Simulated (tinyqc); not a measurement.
Born-Mayer model of an ionic crystal AB: one step, computed by the program tinyqc. Command: `OMP_NUM_THREADS=1 python tinyqc.py 3012999 3013000 out.jsonl bornmayer walk`. One thread of a shared host (Intel(R) Xeon(R) Processor @ 2.30GHz), about 0.01 s of CPU time with the checks.

Energies are per ion pair and r is the nearest distance of unlike ions.

Question. Under pressure. Madelung constant M, unlike neighbours z1, like neighbours z2 at f r, volume per pair: rock salt 1.747565, 6, 12, sqrt2, 2 r^3; caesium chloride 1.762675, 8, 6, 2/sqrt3, 8 r^3/(3 sqrt3); zinc blende 1.638055, 4, 12, sqrt(8/3), 16 r^3/(3 sqrt3). U(r) = -M z^2 e^2/(4 pi eps_0 r) + z1 lambda exp(-r/rho). With the volume written as c r^3, under pressure take the root at the minimum of the enthalpy and solve U'(r) + 3 c r^2 P = 0; H = U + P V; B = (U'' - 2 U'/r)/(9 c r).

Inputs (values chosen for the exercise, for a model salt):

| quantity | value | unit |
|---|---|---|
| ionic charge z | 1 | - |
| unlike repulsion lambda | 855 | eV |
| range rho | 0.348 | angstrom |
| pressure P | 5 | GPa |

Structure: zinc blende. Short range: nearest neighbours only.

Constants: e^2/(4 pi eps_0) = 14.39964548 eV angstrom; 1 eV/angstrom^3 = 160.2176634 GPa.

Give: distance at P; volume at P; enthalpy at P; bulk modulus at P.

Answer.

distance at P = 2.611 angstrom

volume at P = 54.79 angstrom^3

enthalpy at P = -5.437 eV per pair

bulk modulus at P = 31.99 GPa
